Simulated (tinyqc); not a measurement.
# Trap density from the capacitance step

Problem. A junction with shallow donors Nd and a deep trap has C_HF = eps0 eps_r/W and C_LF = eps0 eps_r (Nd + Nt)/(Nd W + Nt xt), xt = W - lam. Find W, xt and Nt.

Values chosen for this exercise:
- eps_r = 12.7 (relative permittivity)
- Nd = 3.7e15 cm^-3 (shallow donor density)

Constants: eps0 = 8.8541878128e-14 F/cm where lengths are in cm. Results are converted to the units shown.

C_HF = 13.430777 nF/cm^2
C_LF = 17.441598 nF/cm^2
lam = 340.93847 nm

Solution. C_HF gives W. With y = C_LF/C_HF, Nt/Nd = (y - 1)/(1 - y xt/W).

W = 837 nm
xt = 496 nm
Nt = 4.80e15 cm^-3

Numbers from tinyqc (`OMP_NUM_THREADS=1 python tinyqc.py 2050064 2050065 out.jsonl`; about 0.01 s on one thread of a shared Intel Xeon 2.30GHz).
